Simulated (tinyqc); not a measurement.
Hubbard chain of 4 sites, step by step. One step of it, computed by the program tinyqc.

Problem. Mean-field iteration 2. H(up) = T + U n(down), H(down) = T + U n(up); fill the lowest levels; n(new) = n + mixing (n(out) - n); E = tr T (rho up + rho down) + U sum n_up n_down of the output.

one-body matrix (hopping and site energies) (eV), order 1, 2, 3, 4:
```
[[0.180000, -1.130000, 0.000000, 0.000000],
 [-1.130000, -0.060000, -1.130000, 0.000000],
 [0.000000, -1.130000, -0.620000, -1.130000],
 [0.000000, 0.000000, -1.130000, -0.790000]]
```

U = 7.200000 eV

electrons, up and down: [1, 1]

mixing = 1

n(up) after iteration 1: [0.033387, 0.043427, 0.883883, 0.039303]

n(down) after iteration 1: [0.003674, 0.115208, 0.064571, 0.816547]

Give: levels, up; levels, down; energy; n(up) after iteration 2; n(down) after iteration 2.

Solution.

levels, up (eV): [-1.344, -0.068, 1.987, 5.335]

levels, down (eV): [-0.978, -0.632, 1.360, 6.160]

energy = -1.731 eV

n(up) after iteration 2: [0.185, 0.348, 0.453, 0.014]

n(down) after iteration 2: [0.298, 0.457, 0.036, 0.208]
